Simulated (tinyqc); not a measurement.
# MOS capacitor on a p-type substrate, surface potential from the exact charge relation, step by step

Program tinyqc, `OMP_NUM_THREADS=1 python tinyqc.py 2060172 2060173 out.jsonl`; Intel Xeon 2.30GHz, shared host, one thread, about 0.01 s. Printed values are rounded.

Uniform p-type substrate, Boltzmann statistics, full ionisation, classical densities. psi is the surface potential against the body (positive when the bands bend down) and u = psi/Vt. Traps are spread evenly over the gap and neutral at flat band, so their charge is -q Dit psi; the minority quasi-Fermi level is shifted by Vb.

Values chosen for this exercise; band and dielectric values those of a made-up semiconductor:
- T = 325 K (temperature)
- Eg = 1.01 eV (band gap)
- eps_r = 10.8 (relative permittivity)
- Nc = 3.07e19 cm^-3 (conduction-band density of states at T)
- Nv = 3.08e19 cm^-3 (valence-band density of states at T)
- chi = 4.68 eV (electron affinity)
- N = 4.7e15 cm^-3 (acceptor density of the substrate)
- eox = 9.11 (relative permittivity of the gate insulator (close to aluminium oxide))
- tox = 17 nm (insulator thickness)
- phiM = 5.61 eV (gate work function)
- Nf = 0 cm^-2 (fixed charge at the interface, in units of q)
- Dit = 0 cm^-2 eV^-1 (density of interface traps)
- Vb = 0 V (reverse bias of the inversion layer against the body)
- Vg = 0.48 V (gate voltage against the body)

Constants: q = 1.602176634e-19 C, kB = 1.380649e-23 J/K, Vt = kB T/q, eps0 = 8.8541878128e-14 F/cm where lengths are in cm. Results are converted to the units shown.

## Flat band, threshold and scales

ni = sqrt(Nc Nv) exp(-Eg/(2 Vt)), Eg in volts; phiF = Vt ln(N/ni); Cox = eps0 eox/tox; Vfb = phiM - chi - (Eg - Vt ln(Nv/N)) - q Nf/Cox; Q0 = sqrt(2 eps0 eps_r q N Vt); r = (ni/N)^2 exp(-Vb/Vt); VT = Vfb + [(2 phiF + Vb)(1 + q Dit/Cox) + sqrt(2 eps0 eps_r q N (2 phiF + Vb))/Cox].

ni = 4.53737e11 cm^-3
phiF = 0.258934 V
Cox = 0.474480 uF/cm^2
Vfb = 0.166111 V
Q0 = 6.35087 nC/cm^2
r = 9.31995e-9
VT = 0.741536 V

## Starting value

psi = Vg - Vfb (all of the voltage in the semiconductor).

psi at the start = 0.313889 V

## Iteration 1: Newton step for the surface potential

u = psi/Vt; F^2 = exp(-u) + u - 1 + r (exp(u) - u - 1); Qs = -sign(u) Q0 F; Cs = -dQs/dpsi = (Q0/Vt) |1 - exp(-u) + r (exp(u) - 1)|/(2 F). f = Vfb + psi + (q Dit psi - Qs)/Cox - Vg, f' = 1 + (Cs + q Dit)/Cox, psi(new) = psi - f/f'.

u = 11.2078
F = 3.19507
Qs = -20.2915 nC/cm^2
Cs = 0.0355107 uF/cm^2
f = 0.0427657 V
f' = 1.07484
psi after iteration 1 = 0.274101 V

## Iteration 2: Newton step for the surface potential

As before.

u = 9.78709
F = 2.96434
Qs = -18.8262 nC/cm^2
Cs = 0.0382531 uF/cm^2
f = -1.10507e-4 V
f' = 1.08062
psi after iteration 2 = 0.274203 V

## Course of the Newton iteration

Stop when the step is below 1e-10 V, or after 60 iterations.

Course of the iteration:
```
iteration	psi before the step (V)	f (V)	step (V)
1	0.313889	0.0428	-0.0398
2	0.274101	-1.11e-4	1.02e-4
3	0.274203	-8.53e-10	7.89e-10
4	0.274203	0	0
```

Converged in 4 iterations.

## Charges, field and capacitances at the solution

converged psi = 0.274203 V

u = psi/Vt; F^2 = exp(-u) + u - 1 + r (exp(u) - u - 1); Qs = -sign(u) Q0 F; Cs = -dQs/dpsi = (Q0/Vt) |1 - exp(-u) + r (exp(u) - 1)|/(2 F). Low frequency: 1/C_LF = 1/Cox + 1/(Cs + q Dit). High frequency, in the simple estimate in which traps and minority carriers do not follow: 1/C_HF = 1/Cox + 1/Cd, Cd being Cs with r = 0 at the same psi. Minority sheet density N_inv = (Q0/(2 q)) int_0^u r (exp(t) - 1)/F(t) dt for u > 0. Oxide field |Qs - q Dit psi + q Nf|/(eps0 eox).

Qs = -18.8301 nC/cm^2
N_inv = 1.19196e6 cm^-2
oxide field = 0.0233445 MV/cm
Cs = 0.0382452 uF/cm^2
C_LF/Cox = 0.0745920
C_HF/Cox = 0.0745811

The surface is in weak inversion (borders at |psi| = 0, phiF + Vb and 2 phiF + Vb = 0.518 V).
